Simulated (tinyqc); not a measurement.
Changing the Huang-Rhys factor S: non-radiative capture by multiphonon emission, one effective mode. Computed by tinyqc, a small Python program. Command: `OMP_NUM_THREADS=1 python tinyqc.py 3025729 3025730 out.jsonl capture sweep`. One thread of a shared host (Intel(R) Xeon(R) Processor @ 2.30GHz), about 0.04 s of CPU time with the checks.

The initial state (free carrier plus empty centre) lies dE above the final state; both have the same frequency and are displaced by dQ.

Inputs (values chosen for the exercise, for a model semiconductor):
```
quantity                     value                   unit
energy released dE           0.532                     eV
phonon energy hbar omega      35.4                    meV
electron-phonon coupling W  0.0022  eV/(u^(1/2) angstrom)
cell volume V                 1880             angstrom^3
degeneracy g                     1                      -
broadening b                    30                    meV
carrier mass m               0.327                    m_0
dielectric constant eps       11.8                      -
temperature T                  300                      K
defect density N_t           4e+13                  cm^-3
```

Centre: attractive.

Constants: hbar^2/u = 4.18015928e-03 eV angstrom^2; k_B = 8.617333262e-05 eV/K; hbar = 6.582119569e-16 eV s; Ry = 13.605693123 eV; k_B = 1.380649e-23 J/K; m_0 = 9.1093837015e-31 kg.

Method:
- dQ = sqrt(2 S (hbar^2/u)/hbar omega); relaxation energy lambda = S hbar omega; phonons needed P = dE/hbar omega; classical barrier E_b = (dE - lambda)^2/(4 lambda); occupation n = 1/(exp(hbar omega/k_B T) - 1).
- Huang-Rhys weight for a net emission of p phonons: L_p = exp(-S (2n + 1)) ((n + 1)/n)^(p/2) I_p(2 S sqrt(n (n + 1))), I_p the modified Bessel function.
- M_p = sum_m w_m <m_i|Q|(m + p)_f>^2 with Q counted from the final minimum and Boltzmann weights w_m for m = 0..24; <m_i|Q|k_f> = sqrt((hbar^2/u)/(2 hbar omega)) [sqrt(k) <m|k-1> + sqrt(k+1) <m|k+1>], with overlaps of oscillators displaced by d = sqrt(2 S) summed on 1500 points from -16 to 16 + d.
- The delta function is a Gaussian of standard deviation b at dE - p hbar omega.
- C_0 = V (2 pi/hbar) g W^2 sum_p M_p Gaussian_p. The sum runs over the seven p from round(P) - 3 to round(P) + 3; 1 angstrom^3 = 1e-24 cm^3.
- Sommerfeld factor of an attractive centre: s(k) = 2 pi nu/(1 - exp(-2 pi nu)), nu = sqrt(Ry*/E), Ry* = Ry m/eps^2, averaged over (2/sqrt(pi)) sqrt(x) exp(-x) dx with x = E/k_B T = t^2 (trapezoid, t to 6 in steps of 0.01).
- C = s C_0; v = sqrt(3 k_B T/m); sigma = C/v; tau = 1/(C N_t).

One run for each value:
```
Huang-Rhys factor S  capture coefficient C (cm^3/s)  classical barrier E_b (eV)  dQ (u^(1/2) angstrom)
2.4                                      1.8477e-13                  5.8806e-01                 0.7529
3.0                                      1.4829e-12                  4.2680e-01                 0.8417
3.8                                      1.1371e-11                  2.9362e-01                 0.9473
4.8                                      6.8960e-11                  1.9289e-01                 1.0647
6.0                                      3.0494e-10                  1.2023e-01                 1.1904
7.4                                      9.6554e-10                  6.9592e-02                 1.3220
9.3                                      2.4916e-09                  3.1225e-02                 1.4820
12.0                                     4.6832e-09                  6.7631e-03                 1.6835
15.0                                     5.4035e-09                  4.7081e-07                 1.8822
```

Describe and explain the trends.

Over the rows, capture coefficient C (cm^3/s) rises from 1.85e-13 to 5.40e-9 (exponent d ln y / d ln x 9.3 between the first rows and 0.64 between the last); classical barrier E_b (eV) falls from 0.588 to 4.71e-7 (exponent d ln y / d ln x -1.4 between the first rows and -43 between the last); dQ (u^(1/2) angstrom) rises from 0.753 to 1.88 (exponent d ln y / d ln x about 0.50 throughout). The barrier vanishes where S equals the number of phonons needed, dE/hbar omega = 15.0.

Caution (rows 2.40, 3.00, 3.80, 4.80): the largest term is not the one nearest energy conservation, so C_0 depends strongly on the broadening b.

Extremes, crossings and ranges named in words are read from the listed rows.
